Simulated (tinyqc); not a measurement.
Signal and retention of a DRAM cell: failing cells against the refresh interval.

A stored one starts at Vd and leaks: Cs dV/dt = -I(V), I = a sqrt((V + Vb)/(Vd + Vb)) + b, with a = Ig exp[-(Eg1 q/kB)(1/T - 1/T0)] (generation in a depletion layer) and b = Is exp[-(Es q/kB)(1/T - 1/T0)]. The bit line is precharged to Vd/2, and charge sharing gives the signal (V - Vd/2) Cs/(Cs + Cb).

The cell fails below Vc = Vd/2 + dm (Cs + Cb)/Cs. With s = sqrt((Vc + Vb)/(Vd + Vb)), the time from Vd to Vc is t = [2 Cs (Vd + Vb)/a] [1 - s - (b/a) ln((a + b)/(a s + b))]. This time is the median of a log-normal spread: failing cells = Nc erfc(z/sqrt 2)/2, z = ln(t/tr)/sg.

Inputs (values chosen for the exercise): array voltage Vd = 1.3 V; cell capacitance Cs = 18 fF; bit-line capacitance Cb = 75 fF; smallest signal that the sense amplifier resolves dm = 69 mV; built-in plus back-bias voltage of the storage junction Vb = 1.66 V; junction leakage at V = Vd and T0 Ig = 0.46 fA; voltage-independent leakage at T0 Is = 0.72 fA; activation energy of Is Es = 0.39 eV; reference temperature T0 = 358 K; temperature T = 368 K; deviation of ln(retention time) over the cells sg = 0.7; cells Nc = 8.59e9; activation energy of Ig Eg1 = 0.53 eV.

Constants: q = 1.602176634e-19 C, kB = 1.380649e-23 J/K. Results are converted to the units shown.

Results:
```
tr (ms),z,failing cells
16,7.5020,2.6996e-4
32,6.5118,0.31896
64,5.5216,144.30
128,4.5314,25171
256,3.5412,1.7111e6
1024,1.5607,5.0933e8
2048,0.57052,2.4410e9
```

Estimate the missing row, tr = 512 ms.

Computed row:
```
tr (ms),z,failing cells
512,2.5509,4.6142e7
```

With this row back in the table: Doubling the interval lowers z by ln 2/sg = 0.990 and multiplies the count by 1180 between the first two rows and by 4.79 between the last two. The count passes 1 at tr = 64 ms among the rows.

Range of the model: Real arrays also hold a tail of unusually leaky cells and cells whose retention varies in time, which this model lacks.

Program tinyqc, `OMP_NUM_THREADS=1 python tinyqc.py 2130004 2130005 out.jsonl`; Intel Xeon 2.30GHz, shared host, one thread, about 0.01 s.
